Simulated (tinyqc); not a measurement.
# Heat flow across a film from the phonon Boltzmann equation in the relaxation-time approximation, step by step

A worked calculation. Computed by tinyqc, a small Python program that keeps every step. Command: `OMP_NUM_THREADS=1 python tinyqc.py 3031096 3031097 out.jsonl slabbte walk`. One thread of a shared host (Intel(R) Xeon(R) Processor @ 2.30GHz), about 0.01 s of CPU time with the checks. Intermediate numbers are printed to about 5 digits and carried at full precision; extremes and crossings named in words are read from the listed rows.

Two black walls, hot at x = 0 and cold at x = L, emit phonons isotropically. For one free path Lambda, with tau = x/Lambda, tau_L = L/Lambda and phi = (T - T_cold)/Delta T, energy balance gives phi(tau) = (1/2) [E2(tau) + int_0^tau_L phi(s) E1(|tau - s|) ds]; E_n are the exponential integrals. The flux over the ballistic flux C v Delta T/4 is psi = 1 - 2 int_0^tau_L phi(s) E2(s) ds, and kappa_eff/kappa = (3/4) tau_L psi. kappa = C v Lambda/3 is an input, so at fixed kappa a longer free path means a smaller C v.

Inputs (values chosen for the exercise, modelled on indium phosphide):
```
quantity                             value     unit
bulk conductivity kappa               69.2  W/(m K)
film thickness L                        44       nm
wall temperature difference Delta T    2.1        K
free path Lambda_1                      67       nm
cells n in the small system              4        -
```

Free-path groups: one.

## The small linear system for Lambda_1

Cut the film into n equal cells with constant phi, collocated at the centres c_i: the kernel integrates to A_ij = |E2(|c_i - e_j|) - E2(|c_i - e_(j+1)|)|/2 for cell edges e_j, and A_ii = 1 - E2(half a cell); solve (1 - A) phi = E2(c)/2; psi = 1 - 2 sum_j phi_j [E3(e_j) - E3(e_(j+1))].

optical thickness tau_L = 0.65672

1 - A:
```
          1         2         3         4
1   0.75675  -0.11755  -0.06976  -0.04705
2  -0.11755   0.75675  -0.11755  -0.06976
3  -0.06976  -0.11755   0.75675  -0.11755
4  -0.04705  -0.06976  -0.11755   0.75675
```

right-hand side E2(c)/2: 0.37838  0.26082  0.19106  0.14401

flux weights E3(e_j) - E3(e_(j+1)): 0.12667  0.086238  0.063036  0.047467

## Temperature profile and flux in the small system

In short, (1 - A) phi = b and psi = 1 - 2 sum_j w_j phi_j, with b the right-hand side and w_j the flux weights; the cells divide 0 to tau_L.

phi at the cell centres: 0.64864  0.54802  0.45198  0.35136

psi, small system = 0.65082

## Fine solution for Lambda_1

Use 150 and 300 cells and extrapolate psi = (4 psi(300) - psi(150))/3. The jump at the hot wall is 1 - phi there (linear extrapolation from the first two of 300 cells). Two-flux (diffusion with slip) formula: psi = 1/(1 + 3 tau_L/4).

psi for Lambda_1 = 0.64819

kappa_eff/kappa for Lambda_1 = 0.31926

jump at the wall / Delta T for Lambda_1 = 0.28599

psi, two-flux formula = 0.67

The small system misses psi by +0.40 % and the two-flux formula by +3.4 %. Jumps at the walls and the gradient inside share Delta T.

## Conductivity, flux and boundary resistance of the film

Each group is solved on its own with 150 and 300 cells, psi = (4 psi(300) - psi(150))/3, and weighted by its share of kappa. Flux J = kappa_eff Delta T/L; apparent boundary resistance per wall (L/kappa_eff - L/kappa)/2.

kappa_eff = 22.093 W/(m K)

kappa_eff/kappa = 0.31926

flux J = 1.0544 GW/m^2

apparent resistance per wall = 0.67788 m^2 K/GW

## Exact and approximate size effects

Two-flux: kappa_eff/kappa = sum f_i/(1 + 4 Lambda_i/(3 L)). Matthiessen with the thickness: sum f_i/(1 + Lambda_i/L). Ballistic limit: sum f_i 3 L/(4 Lambda_i).

Kappa_eff/kappa:
```
L (nm)  Boltzmann  two-flux  Matthiessen  ballistic limit
2        0.021763  0.021898     0.028986         0.022388
6.7      0.068678  0.069767     0.090909            0.075
17        0.15570   0.15987      0.20238          0.19030
40        0.29926   0.30928      0.37383          0.44776
100       0.51325   0.52817      0.59880           1.1194
270       0.73935   0.75139      0.80119           3.0224
670       0.87562   0.88235      0.90909              7.5
1700      0.94722   0.95007      0.96208           19.030
```

The two-flux formula lies above the Boltzmann result by at most about 3.3 % (at L = 40 nm); the Matthiessen form is high by up to 33 %, since it misses the factor 3/4 of the ballistic limit. The thinnest film reaches 97 % of that limit, and the thickest, 25 Lambda_1, only 95 % of the bulk value. Rows below about 10 nm are near the phonon wavelength, where a particle picture fails.

Checks made by the program: symmetry phi(tau) + phi(tau_L - tau) = 1 (relative difference below 1e-10); thick-film limit psi = 1/(3 tau_L/4 + 1.0657) at tau_L = 20 (relative difference 2e-04).
